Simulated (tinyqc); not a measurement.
RHF in the sto-3g basis, for BeH2, spin multiplicity 1, step by step. Computed by tinyqc, a small Python program that keeps every step (integrals from PySCF). Settings: charge = 0, multiplicity = 1, basis = sto-3g, energy threshold = 1e-09, iteration cap = 52, orthogonalisation = canonical, start = atomic densities, DIIS depth = 0, damping = 0.7, method = RHF. Command: `OMP_NUM_THREADS=1 python tinyqc.py 29052 29053 out.jsonl` (the two numbers bound the seeds that draw the settings). One thread of a shared host (Intel(R) Xeon(R) Processor @ 2.60GHz), about 0.1 s of CPU time with the checks.

Geometry (angstrom):
```
atom,x,y,z
Be,0.000000,0.000000,0.000000
H,0.000000,1.457000,0.179000
H,0.000000,-1.490000,0.183000
```

Stop when the energy changes by less than 1e-09 hartree and every element of the error matrix X^T (F D S - S D F) X is below 9e-06.

Course of the cycle:
```
iteration,E (hartree),change,largest element of the error matrix
1,-15.32938355,-,2.75e-01
2,-15.35591533,-2.65e-02,1.92e-01
3,-15.39048246,-3.46e-02,1.34e-01
4,-15.42325775,-3.28e-02,1.02e-01
5,-15.45082891,-2.76e-02,8.43e-02
6,-15.47264515,-2.18e-02,6.94e-02
7,-15.48929673,-1.67e-02,5.66e-02
8,-15.50171706,-1.24e-02,4.58e-02
9,-15.51083865,-9.12e-03,3.69e-02
10,-15.51746512,-6.63e-03,2.95e-02
11,-15.52224129,-4.78e-03,2.35e-02
12,-15.52566383,-3.42e-03,1.87e-02
13,-15.52810561,-2.44e-03,1.48e-02
14,-15.52984177,-1.74e-03,1.17e-02
...,...,...,...
39,-15.53402356,-2.54e-07,2.55e-05
40,-15.53402374,-1.78e-07,1.99e-05
41,-15.53402387,-1.25e-07,1.56e-05
42,-15.53402395,-8.74e-08,1.22e-05
43,-15.53402402,-6.12e-08,9.51e-06
44,-15.53402406,-4.28e-08,7.44e-06
45,-15.53402409,-3.00e-08,5.82e-06
46,-15.53402411,-2.10e-08,4.55e-06
47,-15.53402412,-1.47e-08,3.56e-06
48,-15.53402413,-1.03e-08,2.79e-06
49,-15.53402414,-7.21e-09,2.18e-06
50,-15.53402415,-5.04e-09,1.71e-06
51,-15.53402415,-3.53e-09,1.34e-06
52,-15.53402415,-2.47e-09,1.05e-06
```

Can the last value be used, and what does the course show?

Not by the stop rule, although the second column moves by less than 1e-07 over the last three steps. Not converged within the cap of 52 iterations: the residual falls steadily but slowly, by a factor of about 0.78 a step. Reruns (cap 100 unless said): DIIS 8: converged in 7; damping 0.5: converged in 30; level shift 0.5: converged in 20; atomic densities as start, DIIS 8: converged in 7; the original settings with a cap of 400: converged in 55. PySCF RHF in the same basis = -15.53402416 hartree.
